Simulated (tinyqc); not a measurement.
Vacuum evaporation: vapour pressure, source flux, thickness distribution, purity and step coverage: one step, computed by the program tinyqc. Command: `OMP_NUM_THREADS=1 python tinyqc.py 3114184 3114185 out.jsonl evap walk`. One thread of a shared host (Intel(R) Xeon(R) Processor @ 2.30GHz), about 0.01 s of CPU time with the checks.

Molecular flow, unit sticking of the metal, no re-evaporation. The background gas is taken as water vapour (18.015 g/mol, collision diameter 0.37 nm) at 300 K.

Problem. Offset source and rotation. Rotating wafer, source offset by s and facing upwards: thickness at radius r is the mean over the angle a of (1 + (r^2 + s^2 - 2 r s cos a)/h^2)^(-(n + 3)/2), by 360 equal steps; non-uniformity (max - min)/(max + min) over 21 radii from 0 to R.

Inputs (values chosen for the exercise, modelled on nickel, with constants for the liquid):

| quantity | value | unit |
|---|---|---|
| directionality n | 1 | - |
| source-to-wafer distance h | 27 | cm |
| wafer radius R | 2.5 | cm |
| source offset from the axis s/h | 0.24 | - |

Give: centre thickness relative to an axial source; edge over centre, rotating; non-uniformity, rotating.

Solution.

centre thickness relative to an axial source = 0.8940

edge over centre, rotating = 0.9866

non-uniformity, rotating = 0.6769 %
